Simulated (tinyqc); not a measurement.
# From one set of inputs to another, one input at a time

Model: two-dimensional dopant profile at a mask edge: lateral junction, overlap and effective channel length. Computed by tinyqc, a small Python program. Command: `OMP_NUM_THREADS=1 python tinyqc.py 3016547 3016548 out.jsonl lateral ladder`. One thread of a shared host (Intel(R) Xeon(R) Processor @ 2.30GHz), about 0.02 s of CPU time with the checks.

Ions enter for y < 0; the mask (spacer, then gate) covers y > 0. x is the depth. The surface reflects dopant during the anneal.

The inputs printed are set A. Inputs not listed in the table keep their values of set A, so the rows need not describe a real material.

Inputs (values chosen for the exercise, modelled on a source-drain extension in silicon):
```
quantity               value    unit
dose Q               2.2e+15  1/cm^2
projected range R_p      9.7      nm
vertical straggle        3.9      nm
lateral straggle         2.5      nm
anneal budget D t    3.1e-14    cm^2
channel doping C_B   2.8e+17  1/cm^3
gate length L_g          130      nm
offset spacer           0.91      nm
oxide thickness          2.2      nm
```

Constants: eps_0 = 8.8541878128e-12 F/m.

Method:
- Widths s_x^2 = (vertical straggle)^2 + 2 D t, s_y^2 = (lateral straggle)^2 + 2 D t. C(x, y) = V(x) (1/2) erfc(y/(sqrt2 s_y)), V(x) = Q/(sqrt(2 pi) s_x) [exp(-(x - R_p)^2/(2 s_x^2)) + exp(-(x + R_p)^2/(2 s_x^2))]; 1 nm = 1e-7 cm.
- The vertical junction far from the mask solves V(x) = C_B.
- The lateral junction at depth x solves C = C_B: y_j(x) = sqrt2 s_y erfc^-1(2 C_B/V(x)). Overlap under the gate = y_j(0) - spacer; metallurgical channel L_met = L_g - 2 overlap (tails from the two sides are not added).
- Abruptness at y_j(0) in nm per decade = ln(10) s_y sqrt(pi/2) exp(u^2) erfc(u), u = y_j/(sqrt2 s_y). Overlap capacitance per width = 3.9 eps_0 overlap/t_ox (zero if there is no overlap).

Each row keeps all changes above it:
```
input moved                     from       to  lateral junction y_j(0) (nm)  lateral abruptness (nm/decade)  ratio y_j(0)/x_j
set A                              -        -                        11.325                          2.3355           0.38872
lateral straggle (nm)            2.5      1.6                         9.500                          1.9591           0.32607
vertical straggle (nm)           3.9        2                         7.597                          2.3632           0.32476
offset spacer (nm)              0.91        1                         7.597                          2.3632           0.32476
dose Q (1/cm^2)              2.2e+15  5.2e+14                         5.978                          2.8507           0.26839
channel doping C_B (1/cm^3)  2.8e+17  1.1e+18                         4.056                          3.7257           0.19215
gate length L_g (nm)             130       43                         4.056                          3.7257           0.19215
projected range R_p (nm)         9.7      5.1                         8.123                          2.2369           0.49202
```

Lateral junction y_j(0) goes from 11.3 to 8.12, a factor 0.717 in all. The largest single move comes from projected range R_p (a factor 2.00), but it runs against the net change; the largest move in the direction of the net change is channel doping C_B (a factor 0.679). Lateral abruptness goes from 2.34 to 2.24, a factor 0.958 in all. The largest single move comes from projected range R_p (a factor 0.600), and channel doping C_B works against it (a factor 1.31). Ratio y_j(0)/x_j goes from 0.389 to 0.492, a factor 1.27 in all. The largest single move comes from projected range R_p (a factor 2.56), and channel doping C_B works against it (a factor 0.716). The single moves hold for this order of the switches; the total does not depend on the order.

Caution (all rows): the peak exceeds usual solubilities, so part of the dose is inactive and diffusion is concentration dependent. Caution (all rows): the profile peaks below the surface, where the junction reaches further under the gate than y_j(0); the overlap given is the one at the surface.

Extremes, crossings and ranges named in words are read from the listed rows.
